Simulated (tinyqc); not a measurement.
Inside a calculation. Method: CCSD on RHF in the sto-3g basis, frozen core, for BeH+, spin multiplicity 1. One step of it, computed by the program tinyqc.

Task: Integrals over molecular orbitals. (pq|rs) = sum C_ip C_jq C_kr C_ls (ij|kl), one index at a time.

coefficients C:
```
               MO1        MO2        MO3        MO4       MO5        MO6
1Be 1s    0.992932  -0.192412  -0.200808   0.000000  0.000000   0.120508
1Be 2s    0.026450   0.540756   0.766015   0.000000  0.000000  -0.805721
1Be 2px   0.000000   0.000000   0.000000  -0.009957  0.999950   0.000000
1Be 2py   0.000000   0.000000   0.000000   0.999950  0.009957   0.000000
1Be 2pz  -0.001992   0.296490  -0.635887   0.000000  0.000000  -1.032745
2H 1s    -0.001534   0.495581  -0.225220   0.000000  0.000000   1.303362
```

core Hamiltonian H = T + V (hartree), lower triangle:
```
            1Be 1s     1Be 2s    1Be 2px    1Be 2py    1Be 2pz      2H 1s
1Be 1s   -8.265594
1Be 2s   -2.035669  -2.473835
1Be 2px   0.000000   0.000000  -1.966615
1Be 2py   0.000000   0.000000   0.000000  -1.966615
1Be 2pz  -0.018326  -0.149876   0.000000   0.000000  -2.084593
2H 1s    -0.569637  -1.202450   0.000000   0.000000  -1.238769  -2.047227
```

Two-electron integrals (ij|kl) in chemists' order, unique and non-zero (hartree):
```
(11|11) 2.298831   (21|11) 0.392036   (21|21) 0.079539   (22|11) 0.570988
(22|21) 0.143041   (22|22) 0.417683   (31|31) 0.014607   (32|31) 0.021888
(32|32) 0.092265   (33|11) 0.569578   (33|21) 0.143083   (33|22) 0.417589
(33|33) 0.449859   (41|41) 0.014607   (42|41) 0.021888   (42|42) 0.092265
(43|43) 0.024249   (44|11) 0.569578   (44|21) 0.143083   (44|22) 0.417589
(44|33) 0.401360   (44|44) 0.449859   (51|51) 0.014607   (52|51) 0.021888
(52|52) 0.092265   (53|53) 0.024249   (54|54) 0.024249   (55|11) 0.569578
(55|21) 0.143083   (55|22) 0.417589   (55|33) 0.401360   (55|44) 0.401360
(55|55) 0.449859   (61|11) 0.106780   (61|21) 0.021641   (61|22) 0.039180
(61|33) 0.038893   (61|44) 0.038893   (61|51) 0.001949   (61|52) 0.003630
(61|55) 0.039776   (61|61) 0.006185   (62|11) 0.230128   (62|21) 0.058339
(62|22) 0.182096   (62|33) 0.175546   (62|44) 0.175546   (62|51) 0.007679
(62|52) 0.044634   (62|55) 0.195034   (62|61) 0.017528   (62|62) 0.112711
(63|31) 0.005711   (63|32) 0.025794   (63|53) 0.008000   (63|63) 0.011219
(64|41) 0.005711   (64|42) 0.025794   (64|54) 0.008000   (64|64) 0.011219
(65|11) 0.236983   (65|21) 0.060871   (65|22) 0.199423   (65|33) 0.187642
(65|44) 0.187642   (65|51) 0.012615   (65|52) 0.069950   (65|55) 0.222780
(65|61) 0.019241   (65|62) 0.141176   (65|65) 0.183994   (66|11) 0.394554
(66|21) 0.101902   (66|22) 0.353747   (66|33) 0.328081   (66|44) 0.328081
(66|51) 0.016754   (66|52) 0.121809   (66|55) 0.404789   (66|61) 0.031645
(66|62) 0.271175   (66|65) 0.362456   (66|66) 0.774606
```

Give: one-electron integrals over orbitals h = C^T H C; Two-electron integrals over orbitals.

Result:

one-electron integrals over orbitals h = C^T H C (hartree), lower triangle:
```
         1        2        3        4        5        6
1  -8.2559
2   0.1640  -2.2377
3   0.2054   0.0099  -1.9555
4   0.0000   0.0000   0.0000  -1.9666
5   0.0000   0.0000   0.0000   0.0000  -1.9666
6  -0.0705   0.1492  -0.0347   0.0000   0.0000  -1.5952
```

Two-electron integrals over orbitals (pq|rs), unique and non-zero (hartree); the lowest 1 orbital is frozen and left out:
```
(22|22) 0.5367    (32|22) -0.0663   (32|32) 0.0328    (33|22) 0.3206
(33|32) 0.0272    (33|33) 0.4702    (42|42) 0.0429    (43|42) 0.0306
(43|43) 0.0523    (44|22) 0.3711    (44|32) 0.0175    (44|33) 0.3996
(44|44) 0.4499    (52|52) 0.0429    (53|52) 0.0306    (53|53) 0.0523
(54|54) 0.0242    (55|22) 0.3711    (55|32) 0.0175    (55|33) 0.3996
(55|44) 0.4014    (55|55) 0.4499    (62|22) 0.0643    (62|32) -0.0455
(62|33) -0.0267   (62|44) -0.0520   (62|55) -0.0520   (62|62) 0.1214
(63|22) -0.0562   (63|32) 0.0275    (63|33) 0.0574    (63|44) 0.0161
(63|55) 0.0161    (63|62) -0.0456   (63|63) 0.0466    (64|42) -0.0301
(64|43) -0.0151   (64|64) 0.0269    (65|52) -0.0301   (65|53) -0.0151
(65|65) 0.0269    (66|22) 0.5301    (66|32) -0.0641   (66|33) 0.3509
(66|44) 0.3754    (66|55) 0.3754    (66|62) 0.0933    (66|63) -0.0545
(66|66) 0.5660
```
